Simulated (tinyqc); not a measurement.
Thin-film transistor with exponential tail and deep states, accumulation layer: two steps of the calculation.

An undoped film in accumulation, thicker than the space-charge layer. With band bending psi the Fermi level lies E0 - psi below the band edge. Free electrons n = n0 exp(psi/Vt) carry the current; electrons in two exponential distributions of traps, a = a0 exp(psi/Va) and d = d0 exp(psi/Vp), do not. Linear regime, ohmic contacts, traps in equilibrium.

Parameters, values chosen for the exercise; values close to those of an organic semiconductor: temperature T = 250 K; relative permittivity of the semiconductor eps_r = 3.2; band mobility mb = 2.9 cm^2/(V s); characteristic temperature of the tail Tt = 390 K; characteristic temperature of the deep states Td = 1150 K; gate capacitance Ci = 100 nF/cm^2; ratio W/L WL = 2; drain voltage Vd = 0.2 V; gate voltage above flat band Vg = 2.4 V.

Constants: q = 1.602176634e-19 C, kB = 1.380649e-23 J/K, Vt = kB T/q, eps0 = 8.8541878128e-14 F/cm where lengths are in cm. Results are converted to the units shown.

Question 1. Surface potential by Newton steps. Va = kB Tt/q, Vp = kB Td/q. G(psi) = sum over the three kinds of c0 [V (exp(psi/V) - 1) - psi], field F = sqrt(2 q G/(eps0 eps_r)); Vg = psi + eps0 eps_r F/Ci at the surface. f = psi + eps0 eps_r F/Ci - Vg, f' = 1 + q rho/(Ci F) with rho = sum c0 (exp(psi/V) - 1); psi(new) = psi - f/f'.

psi at the start = 0.72 V
n0 = 2.5539260e6 cm^-3
a0 = 6.3677180e11 cm^-3
d0 = 4.1361616e14 cm^-3

Give: F; f; f'; psi after iteration 1.

Answer 1.

F = 8317 kV/cm
f = 21.89 V
f' = 409.1
psi after iteration 1 = 0.6665 V

Question 2. Free and total charge, current. Total charge Q = Ci (Vg - psi_s); free charge Qf = q times the integral of n0 (exp(psi/Vt) - 1)/F over psi from 0 to psi_s; I = (W/L) mb Qf Vd; effective mobility mb Qf/Q.

psi_s = 0.558449287 V
n0 = 2.55392604e6 cm^-3
a0 = 6.36771802e11 cm^-3
d0 = 4.13616164e14 cm^-3

Wanted: surface densities; Q; Qf; effective mobility; I.

Answer 2.

surface densities (cm^-3): free 4.624e17, tail 1.048e19, deep 1.159e17
Q = 184.2 nC/cm^2
Qf = 3.561 nC/cm^2
effective mobility = 0.05608 cm^2/(V s)
I = 4.131 nA

Computed by the program tinyqc: `OMP_NUM_THREADS=1 python tinyqc.py 2610131 2610132 out.jsonl`, one thread of a shared Intel Xeon 2.30GHz, about 0.01 s for the whole run.
